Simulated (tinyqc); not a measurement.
Off-state leakage of single and stacked transistors: two steps of the calculation.

n-channel devices of unit width. Subthreshold current I(Vg, Vs, Vd) = I0 (T/300 K)^0.5 exp[(Vg - Vs - VT(T) - gb (Vs - Vb) + dd (Vd - Vs))/(nf Vt)] (1 - exp(-(Vd - Vs)/Vt)), VT(T) = VT - cT (T - 300 K). Gate-edge tunnelling Ig (Vd/1 V) exp(ag (Vd - 1 V)), for a gate at 0 V, and band-to-band leakage Ab u exp(-Bb/u), u = Vd - Vb + 1 V, flow at a drain held at V; both are taken as independent of T. In a stack of off transistors (all gates at 0 V) the same subthreshold current passes through each.

Parameters, values chosen for the exercise; values of the order met in bulk silicon logic transistors: temperature T = 300 K; supply voltage V = 1 V; threshold at 300 K, zero drain and body bias VT = 0.27 V; fall of the threshold with temperature cT = 0.5 mV/K; current at threshold at 300 K I0 = 0.12 uA/um; slope factor nf = 1.19; drain-induced lowering per volt dd = 0.1; rise of the threshold per volt of source-body bias gb = 0.11; gate-edge tunnelling current at 1 V Ig = 2e-6 uA/um; exponential slope of the gate current ag = 5.7 1/V; prefactor of band-to-band leakage at the drain Ab = 5 uA/(um V); its exponential voltage Bb = 21 V; body voltage Vb = 0 V.

Constants: q = 1.602176634e-19 C, kB = 1.380649e-23 J/K, Vt = kB T/q. Results are converted to the units shown.

Problem 1. Leakage of one transistor. Vg = Vs = 0, Vd = V; effective threshold VT(T) - gb Vb - dd V.

Give: effective threshold; parts; total; shares.

Solution 1.

effective threshold = 0.17000 V
parts (nA/um): subthreshold 0.47784, gate edge 0.0020000, band-to-band 0.27536
total = 0.75521 nA/um
shares (%): subthreshold 63.273, gate edge 0.26483, band-to-band 36.462

The subthreshold part is the largest.

Problem 2. New Vx. Stack of two, Vx the node between them: I_low = I(0, 0, Vx), I_up = I(0, Vx, V), f = ln(I_up/I_low), f' = -(1 + gb + 2 dd)/(nf Vt) - 1/(Vt (exp(Vx/Vt) - 1)) - 1/(Vt (exp((V - Vx)/Vt) - 1)), Vx(new) = Vx - f/f'.

Vx at the start = 0.076 V

Give: I_low; I_up; f; f'; Vx after iteration 1.

Solution 2.

I_low = 0.022453 nA/um
I_up = 0.024048 nA/um
f = 0.068627
f' = -44.742 1/V
Vx after iteration 1 = 0.077534 V

Program tinyqc, `OMP_NUM_THREADS=1 python tinyqc.py 2242241 2242242 out.jsonl`; Intel Xeon 2.30GHz, shared host, one thread, about 0.03 s.
